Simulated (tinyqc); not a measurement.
Crystal pulling from the melt: segregation, interface stability, heat balance and point-defect regime: one step, computed by the program tinyqc.

A dilute solute; steady pulling with a flat interface unless it is found unstable.

Question. Heat balance and the ratio V/G. k_S G_S = k_L G_L + L V; the largest rate for this G_S, with G_L = 0, is k_S G_S/L. Voronkov: the crystal grows vacancy-rich if V/G_S > xi_c and interstitial-rich if below; at fixed G_L the neutral rate solves V = xi_c G_S(V).

Inputs (values chosen for the exercise, modelled on boron in silicon):
```
quantity,value,unit
pull rate V,1,mm/min
gradient in the melt G_L,14,K/cm
solid conductivity k_S,24,W/(m K)
melt conductivity k_L,64.7,W/(m K)
latent heat per volume L,4200,J/cm^3
critical ratio xi_c,0.14,mm^2/(min K)
```

Give: gradient in the solid G_S; largest rate; V/G_S; neutral pull rate.

Answer.

gradient in the solid G_S = 66.91 K/cm

largest rate = 2.294 mm/min

V/G_S = 0.1495 mm^2/(min K)

neutral pull rate = 0.8930 mm/min

V/G_S is 1.07 xi_c: vacancies survive and can cluster into voids. Latent heat makes up 44 % of the flux.
